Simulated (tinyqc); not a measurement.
Raising U: Hubbard chain of 2 sites, mean field against exact. Computed by the program tinyqc. Collinear unrestricted mean field (the lowest of 40 random starts) against exact diagonalisation.

one-body matrix (hopping and site energies) (eV):
```
         1        2
1   0.2200  -1.9500
2  -1.9500  -0.4100
```

electrons, up and down: 1  1

Exact and mean-field results (eV):
```
U            U/t    E exact  E mean field  mean |n_up - n_down|  double occupancy, exact  first gap in the sector
0.9700    0.4974  -3.674344     -3.645614                0.0000                   0.2244                   3.4843
1.9500    1.0000  -3.265124     -3.148858                0.0000                   0.1935                   3.0751
3.9000    2.0000  -2.617759     -2.165422              2.03e-05                   0.1406                   2.4278
5.8500    3.0000  -2.150206     -1.500496                0.7403                   0.1014                   1.9602
11.7000   6.0000  -1.373417     -0.841700                0.9424                   0.0422                   1.1834
15.6000   8.0000  -1.111935     -0.678249                0.9681                   0.0265                   0.9219
23.4000  12.0000  -0.823307     -0.515229                0.9860                   0.0129                   0.6333
39.0000  20.0000  -0.576274     -0.385050                0.9950                   0.0049                   0.3863
```

Estimate the missing row, U = 7.8.

Computed row:
```
U          U/t    E exact  E mean field  mean |n_up - n_down|  double occupancy, exact  first gap in the sector
7.8000  4.0000  -1.811622     -1.170110                0.8642                   0.0740                   1.6216
```

In absolute terms mean field is worst at U/t = 3.0, 0.650 eV too high: at small U it is nearly exact, and at large U it misses only exchange-scale energies. Its local moments set in at U/t = 3.0 of those listed, a broken symmetry that the exact state of a finite cluster with equal spins does not have. Relative to the exact energy its error is 0.8 % at the smallest U, 39 % at most and 33 % at the largest. The double occupancy falls from 0.224 to 0.005.
